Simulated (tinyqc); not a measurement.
## Reduced doping and fringe capacitance from two biases

Inverse problem. C = eps0 eps_r hr/W + Cf with W = sqrt(2 eps0 eps_r (Vb + V)/(q Nr)), 1/Nr = 1/Na + 1/Nd. Find Cf, W at zero bias and Nr.

Parameters, values chosen for the exercise; values close to those of silicon near 1550 nm: relative permittivity of the semiconductor eps_r = 11.7; built-in voltage Vb = 0.94 V; rib height hr = 220 nm.

Constants: q = 1.602176634e-19 C, eps0 = 8.8541878128e-14 F/cm where lengths are in cm. Results are converted to the units shown.

C at V = 0 and 3 V (pF/m): [416.23086, 230.92991]

Answer. C is linear in (Vb + V)^(-1/2); the intercept is Cf.

Cf = 54.00 pF/m
W(0) = 62.92 nm
Nr = 3.071e17 cm^-3

Program tinyqc, `OMP_NUM_THREADS=1 python tinyqc.py 2650019 2650020 out.jsonl`; Intel Xeon 2.30GHz, shared host, one thread, about 0.01 s.
